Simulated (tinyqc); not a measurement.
Isotype n-N heterojunction, non-linear Poisson equation by Newton steps, Fermi-Dirac statistics: two steps of the calculation.

One dimension, material 1 (n-type) at x < 0 and material 2 (n-type) at x > 0. Band edges: Ec = -psi in material 1 and -psi + dEc in material 2, Ev = Ec - Eg. Equilibrium, Fermi level at 0. n = Nc F((EFn - Ec)/Vt), p = Nv F((Ev - EFp)/Vt), with F(eta) = F_1/2(eta) = (2/sqrt(pi)) int_0^infinity sqrt(u) du/(1 + exp(u - eta)) (Fermi-Dirac statistics); full ionisation, no interface charge, classical densities; the doping types are chosen for the exercise.

Values chosen for this exercise; band and dielectric values close to those of CdS and CdTe: temperature T = 400 K; band gap of material 1 Eg1 = 2.44 eV; conduction-band density of states of material 1 Nc1 = 3.4e18 cm^-3; valence-band density of states of material 1 Nv1 = 2.8e19 cm^-3; band gap of material 2 Eg2 = 1.53 eV; conduction-band density of states of material 2 Nc2 = 1.21e18 cm^-3; valence-band density of states of material 2 Nv2 = 2.73e19 cm^-3; conduction-band offset Ec2 - Ec1 dEc = 0.11 eV; donor density of material 1 N1 = 8.5e16 cm^-3; donor density of material 2 N2 = 9.4e17 cm^-3; bias of side 1 against side 2 V = 0 V.

Constants: q = 1.602176634e-19 C, kB = 1.380649e-23 J/K, Vt = kB T/q. Results are converted to the units shown.

Question 1. Densities, residual and Jacobian diagonal. n_i = Nc F(a_n), a_n = (V - Ec_i)/Vt; p_i = Nv F(a_p), a_p = (Ec_i - Eg)/Vt; rho_i = p_i - n_i + C_i with C = +N1 or +N2; g_i = (Nc F'(a_n) + Nv F'(a_p))/Vt with F' = F_-1/2(eta) = (1/sqrt(pi)) int_0^infinity u^(-1/2) du/(1 + exp(u - eta)). Box widths w_i = (h_(i-1) + h_i)/2 in cm. Residual F_i = a_i (psi_(i+1) - psi_i) - a_(i-1) (psi_i - psi_(i-1)) + q rho_i w_i; Jacobian: a_(i-1) and a_i beside the diagonal, b_i = -a_(i-1) - a_i - q g_i w_i on it. The two end nodes are fixed.

```
node	x (nm)	psi at the start (V)	material
0	-158	-0.12684865	1
1	-70.9	-0.12679202	1
2	-30.2	-0.12023564	1
3	-11.1	-0.07621662	1
4	-2.1	-0.02268832	1
5	2.1	0.00650307	2
6	7.06	0.03857357	2
7	12.9	0.06795677	2
8	19.8	0.08959223	2
9	28	0.10216675	2
10	37.6	0.10784895	2
11	48.9	0.11066340	2
```

coupling a_i, interval 0 to 10 (F/cm^2): 9.3319683e-8  1.9970871e-7  4.2555730e-7  9.0312716e-7  2.0180109e-6  1.7851185e-6  1.5161281e-6  1.2832156e-6  1.0797790e-6  9.2231123e-7  7.8355644e-7
psi_L = -0.12684865 V
psi_R = 0.11066340 V

Wanted: n; p; residual F; diagonal b.

Answer 1.

```
node	n (cm^-3)	p (cm^-3)
0	8.5000e16	2.0079e-10
1	8.5139e16	2.0046e-10
2	1.0279e17	1.6573e-10
3	3.5893e17	4.6217e-11
4	1.5066e18	9.7807e-12
5	5.9060e16	29.041
6	1.4600e17	11.454
7	3.2506e17	4.8835
8	5.6766e17	2.6070
9	7.7108e17	1.8101
10	8.8104e17	1.5350
11	9.4000e17	1.4147
```

```
node	residual F (1e-7 C/cm^2)	diagonal b (F/cm^2)
1	0.0116	-2.7996e-6
2	0.0890	-2.0387e-6
3	-0.3205	-3.5886e-6
4	-1.3976	-6.9236e-6
5	0.6298	-3.9267e-6
6	0.5599	-3.6528e-6
7	0.4597	-3.6789e-6
8	0.3085	-4.0748e-6
9	0.1575	-4.6137e-6
10	0.0684	-5.1230e-6
```

Question 2. Newton step. Solve the tridiagonal system a_(i-1) d_(i-1) + b_i d_i + a_i d_(i+1) = -F_i for nodes 1 to 10, with d = 0 on fixed nodes. Each component d is damped to sign(d) Vt ln(1 + |d|/Vt) before it is added.

coupling a_i, interval 0 to 10 (F/cm^2): 9.3319683e-8  1.9970871e-7  4.2555730e-7  9.0312716e-7  2.0180109e-6  1.7851185e-6  1.5161281e-6  1.2832156e-6  1.0797790e-6  9.2231123e-7  7.8355644e-7

```
node	diagonal b (F/cm^2)	residual F (C/cm^2)
1	-2.7995950e-6	1.1622466e-9
2	-2.0386882e-6	8.9025538e-9
3	-3.5885983e-6	-3.2052346e-8
4	-6.9235923e-6	-1.3975892e-7
5	-3.9267283e-6	6.2984219e-8
6	-3.6527617e-6	5.5993871e-8
7	-3.6788895e-6	4.5973873e-8
8	-4.0748275e-6	3.0854288e-8
9	-4.6137119e-6	1.5750039e-8
10	-5.1230157e-6	6.8357640e-9
```

psi at the start, node 0 to 11 (V): -0.12684865  -0.12679202  -0.12023564  -0.07621662  -0.02268832  0.00650307  0.03857357  0.06795677  0.08959223  0.10216675  0.10784895  0.11066340

Wanted: Newton step d, before damping; psi after iteration 1.

Answer 2.

Newton step d, before damping, node 1 to 10 (V): 0.00055  0.00193  -0.01192  -0.01278  0.03076  0.04681  0.03964  0.02252  0.00928  0.00301
psi after iteration 1, node 0 to 11 (V): -0.1268  -0.1262  -0.1184  -0.0865  -0.0336  0.0285  0.0681  0.0943  0.1069  0.1104  0.1107  0.1107

Computed by the program tinyqc: `OMP_NUM_THREADS=1 python tinyqc.py 2040140 2040141 out.jsonl`, one thread of a shared Intel Xeon 2.30GHz, about 0.1 s for the whole run.
